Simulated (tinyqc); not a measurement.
Inside a calculation. Method: plane-wave Kohn-Sham cycle with exchange-only LDA in a layered model solid. One step of it, computed by the program tinyqc.

Task: Iteration 2: levels at that k. Diagonalise the Hermitian matrix.

H (hartree):
```
           -3         -2         -1         +0         +1         +2         +3
-3   3.057052  -0.041398   0.000280   0.000035  -0.000001   0.000000   0.000000
-2  -0.041398   1.254714  -0.041398   0.000280   0.000035  -0.000001   0.000000
-1   0.000280  -0.041398   0.173311  -0.041398   0.000280   0.000035  -0.000001
+0   0.000035   0.000280  -0.041398  -0.187157  -0.041398   0.000280   0.000035
+1  -0.000001   0.000035   0.000280  -0.041398   0.173311  -0.041398   0.000280
+2   0.000000  -0.000001   0.000035   0.000280  -0.041398   1.254714  -0.041398
+3   0.000000   0.000000  -0.000001   0.000035   0.000280  -0.041398   3.057052
```

Give: eigenvalues.

Result:

eigenvalues (hartree): -0.1964  0.1714  0.1813  1.2553  1.2553  3.0580  3.0580
